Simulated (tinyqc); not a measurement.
Input admittance of a MOSFET at zero drain bias: distributed channel and distributed gate: one step of the calculation.

Source and drain grounded, strong inversion, w = 2 pi f, Cox = eps0 eox/tox. The channel is an RC line of resistance 1/(mu Cox Vo) per square fed from both ends, so one finger has the intrinsic admittance y = i w Cox L tanh(g)/g per width, g = (1/2) sqrt(i w tau), tau = L^2/(mu Vo). The vertical resistance rv/L is in series with y, the overlaps 2 i w Cov in parallel: y_t = 1/(1/y + rv/L) + 2 i w Cov. The gate strip is a line of Rsh/L per length loaded by y_t, so a finger has Y = y_t Wf tanh(k)/k, k = (Wf/sd) sqrt(y_t Rsh/L); the device has Nf Y.

Task. Low-frequency resistances and capacitance. Low-frequency limits, with c = Cox L and ct = c + 2 Cov: R_strip = Rsh Wf/(3 sd^2 L Nf), R_ch = (c/ct)^2 L/(12 mu Cox Vo Wf Nf), R_vert = (c/ct)^2 rv/(L Wf Nf), C = ct Wf Nf.

Inputs (values chosen for the exercise); values of the order met in silicon radio-frequency transistors:
- eox = 3.9 (relative permittivity of the gate insulator (close to silicon dioxide))
- tox = 2.7 nm (insulator thickness)
- L = 1.7 um (channel length)
- Wf = 9.9 um (finger width)
- Nf = 8 (number of fingers)
- mu = 300 cm^2/(V s) (channel mobility)
- Vo = 0.52 V (gate overdrive)
- Rsh = 21 ohm/square (sheet resistance of the gate)
- rv = 0 ohm um^2 (vertical resistivity of the gate stack)
- sd = 2 (number of ends at which a finger is contacted)
- Cov = 0.3 fF/um (overlap and fringe capacitance on each side)

Constants: eps0 = 8.8541878128e-14 F/cm where lengths are in cm. Results are converted to the units shown.

Find: parts; sum; C; 1/(2 pi R C).

Result.

parts (ohm): strip 1.2739, channel 8.4903, vertical 0
sum = 9.7642 ohm
C = 1769.5 fF
1/(2 pi R C) = 9.2116 GHz

The channel term is the largest, 87.0 % of the sum.

Computed by the program tinyqc: `OMP_NUM_THREADS=1 python tinyqc.py 2262245 2262246 out.jsonl`, one thread of a shared Intel Xeon 2.30GHz, about 0.01 s for the whole run.
